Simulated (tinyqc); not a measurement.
Dielectric confinement in a thin film (image charges): one step. Images for a charge at the centre. Three cases, with inputs chosen for the exercise.

Problem. Give lam, the first five terms (q/eps) lam^n/(n t), their sum and the closed form.

A film |z| < t/2 of dielectric constant eps between half-spaces of dielectric constant e2; lam = (eps - e2)/(eps + e2), q = e^2/(4 pi eps0). The self-energy of a band edge is taken with the high-frequency value, e2 = eh, and the field of a fixed ion with the static one, e2 = eo. A charge at z has images lam^|n| at n t + (-1)^n z. Its self-energy is S(z) = (q/2 eps) sum over n >= 1 of lam^n [1/(n t - 2z) + 1/(n t + 2z)] for odd n and 2 lam^n/(n t) for even n; at the centre S(0) = -(q/(eps t)) ln(1 - lam).

Constants: e^2/(4 pi eps0) = 14.39964547 eV angstrom.

Give: lam; terms; sum of five; S(0).

Case 1.

Values chosen (out of a larger set: near those of a Si (100) film, two-fold valleys, between layers of HfO2; not measured data):
- t = 32 angstrom (film thickness)
- eps = 11.6 (dielectric constant of the film)
- eh = 4 (high-frequency dielectric constant outside)

Solution.

lam = 0.4872

terms (meV): [18.90, 4.60, 1.50, 0.55, 0.21]

sum of five = 25.76 meV
S(0) = 25.91 meV

The surroundings screen less than the film, so the images repel and each band edge moves outwards: the gap changes by about 2 S = +52 meV. The static value 22 would give S(0) = -10.5 meV.

Case 2.

Values chosen (out of a larger set: near those of a Ge film between layers of Si3N4; not measured data):
- t = 66 angstrom (film thickness)
- eps = 15.5 (dielectric constant of the film)
- eh = 4 (high-frequency dielectric constant outside)

Solution.

lam = 0.5897

terms (meV): [8.30, 2.45, 0.96, 0.43, 0.20]

sum of five = 12.34 meV
S(0) = 12.54 meV

The surroundings screen less than the film, so the images repel and each band edge moves outwards: the gap changes by about 2 S = +25 meV. The static value 7.2 would give S(0) = +6.4 meV.

Case 3.

Values chosen (out of a larger set: near those of a Si (100) film, two-fold valleys, in vacuum; not measured data):
- t = 48 angstrom (film thickness)
- eps = 11.8 (dielectric constant of the film)
- eh = 1 (high-frequency dielectric constant outside)

Solution.

lam = 0.8438

terms (meV): [21.45, 9.05, 5.09, 3.22, 2.17]

sum of five = 40.99 meV
S(0) = 47.19 meV

The surroundings screen less than the film, so the images repel and each band edge moves outwards: the gap changes by about 2 S = +94 meV.

Computed by tinyqc, one run a case: `OMP_NUM_THREADS=1 python tinyqc.py N N+1 out.jsonl` with N = 1250283, 1250287, 1250332; one thread of a shared Intel(R) Xeon(R) Processor @ 2.30GHz, about 0.06 s a run at most.
